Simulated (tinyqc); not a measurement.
Worked calculation: composition and strain of an epitaxial Si(1-x)Ge(x) layer from Raman and X-ray peaks. Computed by tinyqc, a small Python program that keeps every step. Command: `OMP_NUM_THREADS=1 python tinyqc.py 3031906 3031907 out.jsonl epiraman walk`. One thread of a shared host (Intel(R) Xeon(R) Processor @ 2.30GHz), about 0.01 s of CPU time with the checks. Intermediate numbers are printed to about 5 digits and carried at full precision; extremes and crossings named in words are read from the listed rows.

A (001) layer, biaxially strained in the plane. The Raman peaks follow empirical lines omega = w0 + c1 x + c3 x^3 + b eps (c3 for Si-Ge alone), with eps the in-plane strain.

Inputs (values chosen for the exercise, modelled on silicon-germanium): Ge fraction x = 0.88; degree of relaxation R = 0.53; lattice constant of Si = 5.431 angstrom; lattice constant of Ge = 5.658 angstrom; bowing B = 0.027 angstrom; 2 C12/C11 of Si = 0.767; 2 C12/C11 of Ge = 0.758; Si-Si: w0 = 520.7 1/cm; Si-Si: c1 = -68.5 1/cm; Si-Si: strain coefficient b = -708 1/cm; Si-Ge: w0 = 399.9 1/cm; Si-Ge: c1 = 25.5 1/cm; Si-Ge: c3 = -31.6 1/cm; Si-Ge: strain coefficient b = -596 1/cm; Ge-Ge: w0 = 280.4 1/cm; Ge-Ge: c1 = 19.5 1/cm; Ge-Ge: strain coefficient b = -446 1/cm; uncertainty of a Raman peak = 0.1 1/cm; X-ray wavelength = 1.540598 angstrom.

Substrate: silicon. Pair of peaks used: Si-Si and Ge-Ge.

## Lattice constants and strain

Relaxed lattice constant a(x) = a_Si + (a_Ge - a_Si) x - B x (1 - x). In-plane constant a_par = a_sub + R (a(x) - a_sub); eps = a_par/a(x) - 1; eps_perp = -(2 C12/C11) eps with 2 C12/C11 linear in x; a_perp = a(x) (1 + eps_perp).

relaxed constant a(x) = 5.6279 angstrom

substrate constant a_sub = 5.431 angstrom

a_par = 5.5354 angstrom

in-plane strain eps = -16.444 per mille

strain along the normal = 12.483 per mille

a_perp = 5.6982 angstrom

The layer is under compression in the plane and is stretched along the normal.

## Raman peaks

Insert x and eps in the three lines; the strain part is b eps.

Si-Si peak = 472.06 1/cm

Si-Ge peak = 410.61 1/cm

Ge-Ge peak = 304.89 1/cm

strain parts (1/cm): Si-Si 11.643, Si-Ge 9.801, Ge-Ge 7.334

Read as unstrained, the Si-Si peak would give x = 0.710 in place of 0.88. Caution: near either end one of the like-atom peaks is weak, since its intensity follows the number of such bonds.

## X-ray (004) reflection

Bragg angle theta = arcsin(2 lambda/a) for (004), for the substrate with a_sub and the layer with a_perp; separation in arc seconds.

theta of the substrate = 34.565 degree

theta of the layer = 32.734 degree

separation, layer less substrate = -6591.2 arcsec

## Back from two peaks to composition and strain

Unknowns x and eps (per mille). Newton steps: J d = (measured - model), J = [d omega/dx, d omega/d eps] for the two peaks; start at x = 0.5, eps = 0; stop when |d| < 1e-9. The peaks are rounded to 0.001 per cm; R = (a(x)(1 + eps) - a_sub)/(a(x) - a_sub).

peaks used (1/cm): Si-Si 472.063, Ge-Ge 304.894

Iterations:
```
step        x  eps (per mille)  residual 1 (1/cm)  residual 2 (1/cm)
0     0.50000            0.000            -14.387             14.744
1     0.87999          -16.444              0.000              0.000
```

recovered x = 0.87999

recovered eps = -16.444 per mille

recovered R = 0.53

## Which pair of peaks is best

For each pair invert J = [d omega/dx, d omega/d eps] at the true x. Independent errors of the given size in both peaks give sigma_x and sigma_eps = uncertainty x (norm of the rows of the inverse of J).

Error propagation:
```
pair              det J    sigma_x  sigma_eps (per mille)
Si-Si and Si-Ge  6.9035   0.013406                 1.2109
Si-Si and Ge-Ge  44.357  0.0018864                0.16056
Si-Ge and Ge-Ge  32.991  0.0022564                0.15680
```

The pair Si-Si and Ge-Ge fixes x best (sigma_x = 0.0019) and Si-Si and Si-Ge worst (0.013), a factor 7.1. Strain moves all peaks the same way, so a good pair needs different ratios of composition slope to strain coefficient, best of opposite sign; the slopes here are -68.5, -47.9 and 19.5 per cm for Si-Si, Si-Ge and Ge-Ge. Errors in the coefficients themselves are not counted.

## Relaxation at fixed composition

(004) Bragg angle theta = arcsin(2 lambda/a), with a = a_perp for the layer and a_sub for the substrate; separation = layer less substrate. The apparent x is the one that a fully strained layer (R = 0) would need to give the same a_perp.

Signatures; columns: (1) R; (2) eps (per mille); (3) Si-Si (1/cm); (4) Ge-Ge (1/cm); (5) a_perp (angstrom); (6) (004) separation (arcsec); (7) apparent x if R = 0 is assumed:
```
(1)       (2)     (3)     (4)     (5)      (6)      (7)
0.00  -34.988  485.19  313.16  5.7774  -8404.2  0.88000
0.15  -29.740  481.48  310.82  5.7550  -7897.1  0.82801
0.30  -24.492  477.76  308.48  5.7325  -7385.3  0.77545
0.50  -17.494  472.81  305.36  5.7026  -6695.4  0.70443
0.70  -10.496  467.85  302.24  5.6727  -5996.7  0.63230
0.85   -5.248  464.14  299.90  5.6503  -5466.8  0.57744
1.00    0.000  460.42  297.56  5.6279  -4931.8  0.52190
```

Full relaxation moves the Si-Si peak by -24.77 per cm and shrinks the X-ray separation to 59 % of its strained value, about 1/(1 + 2 C12/C11). A symmetric reflection alone cannot part x from R: a relaxed layer read as strained gives x = 0.522 in place of 0.88. An asymmetric reflection or a second peak is needed.

Checks made by the program: recovered composition (relative difference 8e-06).
